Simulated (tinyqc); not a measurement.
Bandgap voltage reference from two bipolar transistors: two steps of the calculation.

Two transistors of area 1 and N carry the same current I. Is(T) = Is (T/T0)^eta exp[(Vg0 q/kB)(1/T0 - 1/T)], VBE1 = Vt ln(I/Is(T)) + I rb, VBE2 = Vt ln(I/(N Is(T))) + I rb/N. The amplifier forces I R1(T) = VBE1 - VBE2 + Vos, with R(T) = R (1 + tc (T - T0)) for both resistors, and the output is Vref = VBE1 + I R2(T). Base currents and the Early effect are neglected.

Inputs (values chosen for the exercise); values of the order met in silicon bipolar transistors:
- T0 = 300 K (reference temperature)
- Vg0 = 1.168 V (band-gap voltage extrapolated to 0 K)
- eta = 3.4 (temperature exponent of the saturation current)
- Is = 1.9e-17 A (saturation current of the unit transistor at T0)
- N = 8 (area ratio of the second transistor)
- R1 = 6.3 kohm (resistor across which the difference of VBE falls, at T0)
- tc = 0 ppm/K (temperature coefficient of both resistors)
- Vos = 0 mV (offset of the amplifier)
- rb = 0 ohm (series resistance of the unit transistor)
- R2 = 64.75 kohm (output resistor at T0)

Constants: q = 1.602176634e-19 C, kB = 1.380649e-23 J/K. Results are converted to the units shown.

Question 1. Operating point at the reference temperature. Vt = kB T/q; I = (Vt ln N + Vos)/(R1(T) - rb (1 - 1/N)). Evaluate at T = T0.

Give: Vt; I; Is(T); VBE1; I R2; Vref.

Answer 1.

Vt = 0.02585 V
I = 8.533 uA
Is(T) = 1.900e-17 A
VBE1 = 0.6936 V
I R2 = 0.5525 V
Vref = 1.246 V

Question 2. Resistor for zero slope at T0, ideal case. With tc = 0, Vos = 0 and rb = 0 the current is proportional to T, dVBE/dT = (VBE - Vg0 - (eta - 1) Vt)/T, and Vref has zero slope at T0 when Vref = Vg0 + (eta - 1) Vt0. Find VBE1, its slope, that Vref, R2/R1 and the curvature d2Vref/dT2 = -(eta - 1) kB/(q T0).

Give: VBE1; dVBE/dT; Vref; R2/R1; curvature.

Answer 2.

VBE1 = 0.69362 V
dVBE/dT = -1.7881 mV/K
Vref = 1.2300 V
R2/R1 = 9.9785
curvature = -0.68939 uV/K^2

tinyqc, about 0.02 s, one thread, Intel Xeon 2.30GHz (shared host): `OMP_NUM_THREADS=1 python tinyqc.py 2062145 2062146 out.jsonl`
